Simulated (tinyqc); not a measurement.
Worked calculation: Hueckel theory of the pi electrons, for the molecule C=C1C=CC=NC=C1 (SMILES; centres numbered as the heavy atoms are written). Computed by tinyqc, a small Python program that keeps every step. Settings: charge = 0. Command: `OMP_NUM_THREADS=1 python tinyqc.py 27542 27543 out.jsonl` (the two numbers bound the seeds that draw the settings). One thread of a shared host (Intel(R) Xeon(R) Processor @ 2.60GHz), about 0.01 s of CPU time with the checks.

## The Hueckel matrix

Centres:
```
centre  z_r, pi electrons of the neutral centre         h
1C                                            1  0.000000
2C                                            1  0.000000
3C                                            1  0.000000
4C                                            1  0.000000
5C                                            1  0.000000
6N                                            1  0.500000
7C                                            1  0.000000
8C                                            1  0.000000
```

Bonds:
```
i  j         k
1  2         1
2  3         1
3  4         1
4  5         1
5  6         1
6  7  1.000000
7  8         1
8  2         1
```

H_rr = alpha + h_r beta, H_rs = k_rs beta for bonded centres.

Hueckel matrix in units of beta (H = alpha + beta A), lower triangle:
```
          1C        2C        3C        4C        5C        6N        7C        8C
1C  0.000000
2C  1.000000  0.000000
3C  0.000000  1.000000  0.000000
4C  0.000000  0.000000  1.000000  0.000000
5C  0.000000  0.000000  0.000000  1.000000  0.000000
6N  0.000000  0.000000  0.000000  0.000000  1.000000  0.500000
7C  0.000000  0.000000  0.000000  0.000000  0.000000  1.000000  0.000000
8C  0.000000  1.000000  0.000000  0.000000  0.000000  0.000000  1.000000  0.000000
```

## Orbitals

pi electrons, sum of z_r less the charge = 8

Diagonalise; E = alpha + x beta with beta < 0, so the largest x are filled first; degenerate levels share their electrons. P = sum n_i c_ri c_si; each orbital has its largest coefficient positive (the first on a tie).

x values: 2.157940  1.583333  1.263817  0.260001  -0.357415  -0.749392  -1.686545  -1.971738

occupations: 2.000000  2.000000  2.000000  2.000000  0.000000  0.000000  0.000000  0.000000

coefficients:
```
         MO1        MO2        MO3        MO4        MO5        MO6        MO7        MO8
1C  0.192083  -0.331993  -0.069422   0.692539  -0.120115   0.509962  -0.037324  -0.304258
2C  0.414503  -0.525656  -0.087737   0.180061   0.042931  -0.382161   0.062948   0.599917
3C  0.339699  -0.309041   0.382303  -0.269975   0.558833  -0.032568   0.226754  -0.453083
4C  0.318547   0.036342   0.570897  -0.250255  -0.242666   0.406567  -0.445379   0.293444
5C  0.347706   0.366582   0.339207   0.204909  -0.472100  -0.272111   0.524398  -0.125512
6N  0.431782   0.544079  -0.142202   0.303531   0.411402  -0.202650  -0.439042  -0.045968
7C  0.368163   0.222837  -0.447823  -0.277756   0.119358   0.525300   0.435587   0.239132
8C  0.362691  -0.191254  -0.423764  -0.375748  -0.454062  -0.191006  -0.295595  -0.425538
```

charge and bond-order matrix P, lower triangle:
```
           1C         2C         3C         4C         5C         6N        7C        8C
1C   1.263091
2C   0.769847   0.976494
3C  -0.091318   0.442203   0.859887
4C  -0.327644   0.035571   0.765594   0.982688
5C   0.126889  -0.082871   0.158372   0.532911   0.824661
6N   0.244773  -0.079786  -0.315554   0.000345   0.727086   1.189622
7C  -0.329061   0.049493  -0.080036  -0.121552   0.001763   0.519162  0.925788
8C  -0.195280   0.440785   0.243495  -0.078619  -0.329476  -0.002490  0.770097  0.977771
```

## Energy, charges, bond orders

E = sum n x; q_r = z_r - P_rr; bond order p = P_rs; free valence = sqrt(3) - sum of p over the bonds of the atom.

pi energy = 8 alpha + this times beta = 10.530181

pi charges: 1C -0.263091, 2C 0.023506, 3C 0.140113, 4C 0.017312, 5C 0.175339, 6N -0.189622, 7C 0.074212, 8C 0.022229

Bond orders and lengths from R = 1.517 - 0.180 p (angstrom, C-C alone):
```
bond         p         R
1-2   0.769847  1.378428
2-3   0.442203  1.437403
3-4   0.765594  1.379193
4-5   0.532911  1.421076
5-6   0.727086         -
6-7   0.519162         -
7-8   0.770097  1.378383
8-2   0.440785  1.437659
```

free valence of the carbons: 1C 0.962204, 2C 0.079216, 3C 0.524254, 4C 0.433545, 5C 0.472053, 7C 0.442792, 8C 0.521169

gap between the highest filled and the next level = 0.617416 |beta|
